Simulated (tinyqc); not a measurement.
From threshold to a deep level: deep level as a short-range spherical well.

A spherical well of radius R and depth V0 below the conduction edge, one mass m, c = hbar^2/2m0. The s level at binding Et solves k cot(k R) = -kappa with k = sqrt(m (V0 - Et)/c), kappa = sqrt(m Et/c); it exists for V0 > Vc = c (pi/2R)^2/m. Outside, psi falls as exp(-kappa r)/r.

Constants: hbar^2/2m0 = 3.80998211 eV angstrom^2.

Values chosen for the exercise (out of a larger set: near those of 4H SiC; not measured data):

| symbol | value | unit | meaning |
|---|---|---|---|
| R | 2.1 | angstrom | radius of the well |
| m | 0.409 | m0 | mass |
| fV | (1.05, 1.11, 1.22, 1.49, 2.25, 3.3, 6) |  | V0/Vc |

Et against the depth at fixed R; near threshold Et = (pi^2/16)(V0 - Vc)^2/Vc.

Results:

| V0/Vc | V0 (eV) | Et (eV) | threshold form (eV) | 1/kappa (angstrom) | share outside |
|---|---|---|---|---|---|
| 1.05 | 5.473 | 0.007754 | 0.008037 | 34.7 | 0.942 |
| 1.11 | 5.785 | 0.03601 | 0.03890 | 16.1 | 0.879 |
| 1.22 | 6.359 | 0.1342 | 0.1556 | 8.3 | 0.782 |
| 1.49 | 7.766 | 0.5715 | 0.7719 | 4.0 | 0.609 |
| 2.25 | 11.727 | 2.681 | 5.023 | 1.9 | 0.363 |
| 3.30 | 17.199 | 6.607 | 17.01 | 1.2 | 0.222 |
| 6.00 | 31.272 | 18.58 | 80.37 | 0.7 | 0.102 |

How do the results move, and what explains it?

The threshold form holds to 10 % up to V0/Vc = 1.11 of those listed. There the state is mostly outside the well (94 % in the first row) and knows only Et, which is why a delta-well model works; more than half is inside from V0/Vc = 2.25 on. A second s level would need V0/Vc > 9. From V0/Vc = 3.30 on Et exceeds the gap of the host, about 3.2 eV, so those rows only show the model.

Computed by tinyqc, a small Python program: `OMP_NUM_THREADS=1 python tinyqc.py 1280833 1280834 out.jsonl` (the numbers bound the seed that draws the inputs); one thread of a shared host (Intel(R) Xeon(R) Processor @ 2.30GHz), about 0.01 s for the whole set of steps.
